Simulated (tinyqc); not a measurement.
Undoped gate-all-around wire MOSFET, analytic charge model: two steps of the calculation.

An undoped round wire of radius R under an insulator shell and a surrounding gate; long channel, electrons only, n = ni exp((psi - V)/Vt) with V the quasi-Fermi potential (0 at the source, Vd at the drain), constant mobility, no quantisation. The radial Poisson equation gives n(r) = n(0)/(1 - (1 - b) r^2/R^2)^2 with b = Q0/(Q + Q0). Q is the electron charge per area of the wire surface.

Parameters, values chosen for the exercise; material values close to those of silicon:
- T = 350 K (temperature)
- Eg = 1.11 eV (band gap)
- eps_r = 11.8 (relative permittivity of the semiconductor)
- Nc = 3.58e19 cm^-3 (conduction-band density of states at T)
- Nv = 3.33e19 cm^-3 (valence-band density of states at T)
- eox = 7.74 (relative permittivity of the gate insulator)
- tox = 6.1 nm (insulator thickness)
- R = 8 nm (wire radius)
- dphi = 0.05 V (gate work function less that of the intrinsic body)
- Vg = 0.58 V (gate voltage)

Constants: q = 1.602176634e-19 C, kB = 1.380649e-23 J/K, Vt = kB T/q, eps0 = 8.8541878128e-14 F/cm where lengths are in cm. Results are converted to the units shown.

Task 1. Constants of the wire. ni = sqrt(Nc Nv) exp(-Eg/(2 Vt)), Eg in volts; Cox = eps0 eox/(R ln(1 + tox/R)); Q0 = 4 eps0 eps_r Vt/R; V0 = dphi + Vt ln[8 eps0 eps_r Vt/(q ni R^2)].

Find: ni; Cox; Q0; V0.

Result 1.

ni = 3.5198e11 cm^-3
Cox = 1.5115 uF/cm^2
Q0 = 157.56 nC/cm^2
V0 = 0.52531 V

Task 2. Charge at the source by Newton steps in y = ln(Q/Q0). With V = 0 and Q = Q0 exp(y): f = Q/Cox + Vt y + Vt ln(1 + Q/Q0) - (Vg - V0); df/dy = Q/Cox + Vt (1 + Q/(Q + Q0)); y(new) = y - f/(df/dy).

y after iteration 1 = 1.9680155
Cox = 1.5115447 uF/cm^2
Q0 = 157.55844 nC/cm^2
V0 = 0.52530952 V

Wanted: Q; f; df/dy; y after iteration 2.

Result 2.

Q = 1128 nC/cm^2
f = 0.8139 V
df/dy = 0.8026 V
y after iteration 2 = 0.9539

Numbers from tinyqc (`OMP_NUM_THREADS=1 python tinyqc.py 2460129 2460130 out.jsonl`; about 0.03 s on one thread of a shared Intel Xeon 2.30GHz).
